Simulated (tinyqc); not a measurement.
Short-channel transistor, virtual-source model with series resistance: one step of the calculation.

The current per gate width is the charge at the top of the source barrier (the virtual source) times its velocity times a saturation function; al and be are fitting constants of the model. Units: I in uA/um, Rs in ohm um, so I Rs = 1e-6 I Rs in volts; Q in uC/cm^2, so I = 1e-4 Q vx0 Fsat with vx0 in cm/s.

Task. What the series resistance costs. Intrinsic voltages Vg' = Vgs - I Rs, Vd' = Vds - 2 I Rs. n = n0 + nd Vd', VT = VT0 - dl Vd', Ff = 1/(1 + exp((Vg' - VT + al Vt/2)/(al Vt))), Q = Cinv n Vt ln(1 + exp((Vg' - VT + al Vt Ff)/(n Vt))), Vdsat = (vx0 L/mu)(1 - Ff) + Vt Ff, Fsat = u/(1 + u^be)^(1/be) with u = Vd'/Vdsat, and I = Q vx0 Fsat per width. I0 is the current for Rs = 0. Effective velocity I/Q; transit time L Q/I.

Values chosen for this exercise: temperature T = 325 K; inversion capacitance Cinv = 1.8 uF/cm^2; velocity at the virtual source vx0 = 7.83e6 cm/s; apparent mobility mu = 930 cm^2/(V s); channel length L = 45 nm; threshold at zero drain voltage VT0 = 0.301 V; drain-induced barrier lowering dl = 0.069 V/V; subthreshold factor n0 = 1.33; growth of n with drain voltage nd = 0 1/V; threshold shift (in units of Vt) from weak to strong inversion al = 3.5; sharpness of saturation be = 1.4; series resistance of each contact Rs = 150 ohm um; gate voltage Vgs = 0.5 V; drain voltage Vds = 0.25 V.

Constants: q = 1.602176634e-19 C, kB = 1.380649e-23 J/K, Vt = kB T/q. Results are converted to the units shown.

converged I = 241.06918 uA/um
I0 = 298.84803 uA/um

Find: loss against I0; effective velocity; transit time.

Result.

loss against I0 = 19.33 %
effective velocity = 7.263e6 cm/s
transit time = 0.6196 ps

The carriers leave the virtual source at 92.8 % of vx0: the device is in saturation.

Numbers from tinyqc (`OMP_NUM_THREADS=1 python tinyqc.py 2380037 2380038 out.jsonl`; about 0.01 s on one thread of a shared Intel Xeon 2.30GHz).
